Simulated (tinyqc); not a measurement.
Double-gate transistor, scale length and short-channel effects: effect of the drain voltage.

A body of thickness ts between two insulators of thickness ti and two tied gates. Below threshold the potential that source and drain add obeys Laplace's equation and vanishes on the gate. Its lowest mode decays along the channel as exp(-k y); k is the smallest positive root of the matching condition at the interface, and the scale length is Lambda = pi/k.

k is the smallest positive root of f(k) = ei cos(k ti) cos(k ts/2) - eps_r sin(k ti) sin(k ts/2). Along the channel psi(y) = s + a exp(y/l) + b exp(-y/l) with psi(0) = Vbi, psi(L) = Vbi + Vds and l = 1/k = Lambda/pi; with A = Vbi - s, B = A + Vds, x = exp(-L/l): a = (B - A x) x/(1 - x^2), b = (A - B x)/(1 - x^2). The minimum is s + 2 sqrt(a b), at y = (l/2) ln(b/a). The long-channel potential follows the gate as s = sT + (Vg - VTL)/m, and the threshold VT is the gate voltage at which the minimum equals sT. Swing = m Vt ln 10/g at threshold, g = d(minimum)/ds = 1 - (b x + a)/((1 + x) sqrt(a b)). DIBL = [VT(0.05 V) - VT(Vds)]/(Vds - 0.05 V). sT and Vbi are held fixed; m = 1.

Parameters, values chosen for the exercise; permittivities: semiconductor close to that of silicon, insulator close to that of aluminium oxide: temperature T = 293 K; relative permittivity of the semiconductor eps_r = 11.6; relative permittivity of the insulator ei = 8.56; insulator thickness ti = 1.1 nm; body thickness ts = 9.9 nm; channel length L = 28 nm; potential of the source Vbi = 0.86 V; potential of the barrier top at threshold sT = 0.48 V.

Constants: q = 1.602176634e-19 C, kB = 1.380649e-23 J/K, Vt = kB T/q. Results are converted to the units shown.

The same in every row: Lambda (nm) = 12.82; L/Lambda = 2.183.

Result of one run:
```
VT - VTL at Vds (mV)	DIBL (mV/V)	swing (mV/decade)
-40.24	27.24	62.50
```

Which drain voltage Vds gave this result: 0.2, 0.5, 0.65 or 1.1 V?

Vds = 0.5 V.

The whole series:
```
Vds (V)	VT - VTL at Vds (mV)	DIBL (mV/V)	swing (mV/decade)
0.2	-32.53	30.37	62.25
0.35	-36.57	28.63	62.36
0.5	-40.24	27.24	62.50
0.65	-43.63	26.09	62.64
0.8	-46.80	25.10	62.78
0.95	-49.80	24.25	62.93
1.1	-52.66	23.50	63.07
```

As Vds goes from 0.2 to 1.1 V, Lambda stays at 12.8 nm, DIBL falls from 30.4 to 23.5 mV/V and the swing rises from 62.2 to 63.1 mV a decade.

Computed by the program tinyqc: `OMP_NUM_THREADS=1 python tinyqc.py 2420152 2420153 out.jsonl`, one thread of a shared Intel Xeon 2.30GHz, about 0.01 s for the whole run.
